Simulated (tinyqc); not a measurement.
When the interface binds a state: heterojunction of two tight-binding chains.

Left chain: hopping -t1, sites at 2 t1 (band bottom 0). Right chain: hopping -t2, sites at dE + 2 t2 (bottom dE). t = c/(m a^2), c = hbar^2/2m0. The bond across the interface is -tc with tc = f sqrt(t1 t2), and the last left site has the extra energy U. In a chain E = bottom + 2t (1 - cos(ka)); the surface Green function of a half chain is g = -exp(ika)/t, with Im k > 0 where cos(ka) > 1.

Constants: hbar^2/2m0 = 3.80998211 eV angstrom^2.

Parameters, chosen for this exercise (masses and offset of the size met at InGaAs / InAlAs; not measured data): a = 2.8 angstrom (site spacing); m1 = 0.038 m0 (mass on the left); m2 = 0.073 m0 (mass on the right); dE = 0.6 eV (band offset); f = 1 (factor on the interface hopping).

A state below both bands solves E - 2 t1 - U - S1(E) - S2(E) = 0 for E < 0, with S1 = -t1 z1, S2 = -(tc^2/t2) z2 and |z| < 1 the decaying root of z + 1/z = 2 - (E - bottom)/t. Decay lengths -a/ln|z|. The threshold is the U that solves the equation at E = 0. A dash: no bound state.

Interface state:
```
U (eV)   E (eV)  decay left (angstrom)  decay right (angstrom)
-0.99         -                      -                       -
-1.98         -                      -                       -
-2.98         -                      -                       -
-3.64   -0.0076                  114.7                     9.3
-4.30   -0.0552                   42.6                     9.0
-5.29   -0.1782                   23.7                     8.2
-6.61   -0.4103                   15.7                     7.2
-9.92   -1.2667                    8.9                     5.3
```

threshold U = -3.3060 eV

What does the comparison show, and why?

The step pushes the state out, so an attraction must exceed 3.3060 eV to bind; 5 of the 8 rows are bound. At U = -9.92 eV the state decays over 8.9 angstrom to the left and 5.3 to the right, where the band lies higher.

Computed by tinyqc, a small Python program: `OMP_NUM_THREADS=1 python tinyqc.py 1450926 1450927 out.jsonl` (the numbers bound the seed that draws the inputs); one thread of a shared host (Intel(R) Xeon(R) Processor @ 2.30GHz), about 0.01 s for the whole set of steps.
